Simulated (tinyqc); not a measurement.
Static screening by free carriers: one step. Fermi and screening wave vectors. Four cases, with inputs chosen for the exercise.

Problem. Also the effective Bohr radius aB = a0 eps/m and rs = (3/(4 pi n))^(1/3)/aB.

kF = (3 pi^2 n/Mv)^(1/3), EF = c kF^2/m with c = hbar^2/2m0, n in 1/angstrom^3 (1e-24 per 1/cm^3), e2 = e^2/(4 pi eps0). Thomas-Fermi: qTF^2 = 6 pi e2 n/(eps EF). Debye: qD^2 = 4 pi e2 n/(eps kB T).

Constants: hbar^2/2m0 = 3.80998211 eV angstrom^2; e^2/(4 pi eps0) = 14.39964547 eV angstrom; kB = 8.617333262e-05 eV/K; a0 (Bohr radius) = 0.5291772105 angstrom.

Give: kF; EF at 0 K; EF/kT; qTF; qD; aB; rs.

Case 1.

Values chosen (near those of InP; the results hold for these values, not for the real material): n = 5.1e+17 1/cm^3 (carrier density); m = 0.0777 m0 (mass of one isotropic valley); Mv = 1 (valleys); eps = 12.8 (background dielectric constant); T = 77 K.

Solution.

kF = 0.024717 1/angstrom
EF at 0 K = 29.96 meV
EF/kT = 4.51
qTF = 0.019000 1/angstrom
qD = 0.032963 1/angstrom
aB = 87.17 angstrom
rs = 0.891

The gas is partly degenerate; neither limit is exact, and the true screening wave vector lies below both.

Case 2.

Values chosen (near those of GaN; the results hold for these values, not for the real material): n = 5e+16 1/cm^3 (carrier density); m = 0.201 m0 (mass of one isotropic valley); Mv = 1 (valleys); eps = 9.39 (background dielectric constant); T = 200 K.

Solution.

kF = 0.011397 1/angstrom
EF at 0 K = 2.462 meV
EF/kT = 0.143
qTF = 0.024228 1/angstrom
qD = 0.0074771 1/angstrom
aB = 24.72 angstrom
rs = 6.81

The gas is not degenerate, so the Debye value applies.

Case 3.

Values chosen (a free-electron density near that of Al; the results hold for these values, not for the real material): n = 1.76e+23 1/cm^3 (carrier density); m = 1 m0 (mass of one isotropic valley); Mv = 1 (valleys); eps = 1 (background dielectric constant); T = 300 K.

Solution.

kF = 1.7337 1/angstrom
EF at 0 K = 1.145e+04 meV
EF/kT = 443
qTF = 2.0424 1/angstrom
qD = 35.099 1/angstrom
aB = 0.5292 angstrom
rs = 2.09

The gas is degenerate, so the Thomas-Fermi value applies. With rs above 1 exchange and correlation, left out here, are not small.

Case 4.

Values chosen (a free-electron density near that of Ag; the results hold for these values, not for the real material): n = 5.73e+22 1/cm^3 (carrier density); m = 1 m0 (mass of one isotropic valley); Mv = 1 (valleys); eps = 1 (background dielectric constant); T = 300 K.

Solution.

kF = 1.1927 1/angstrom
EF at 0 K = 5420 meV
EF/kT = 210
qTF = 1.6940 1/angstrom
qD = 20.027 1/angstrom
aB = 0.5292 angstrom
rs = 3.04

The gas is degenerate, so the Thomas-Fermi value applies. With rs above 1 exchange and correlation, left out here, are not small.

Computed by tinyqc, one run a case: `OMP_NUM_THREADS=1 python tinyqc.py N N+1 out.jsonl` with N = 1650778, 1650842, 1650877, 1650885; one thread of a shared Intel(R) Xeon(R) Processor @ 2.30GHz, about 0.01 s a run at most.
